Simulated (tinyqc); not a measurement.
# Via and link resistance from two via chains

Problem. A chain of 1000 vias joined by 1000 metal links has R = 1000 (Rv + Rlink), with Rlink proportional to the link length. Find Rv, Rlink for length L, and the value of Rv that the short chain would give if the links were ignored.

resistance of chains of 1000 links with link lengths L and 3 L (ohm): 11100  21100

Answer. R per link is a straight line in the link length; its intercept at zero length is Rv.

Rv = 6.100 ohm
Rlink = 5.000 ohm
Rv without correction = 11.10 ohm

Computed by the program tinyqc: `OMP_NUM_THREADS=1 python tinyqc.py 2750007 2750008 out.jsonl`, one thread of a shared Intel Xeon 2.30GHz, about 0.01 s for the whole run.
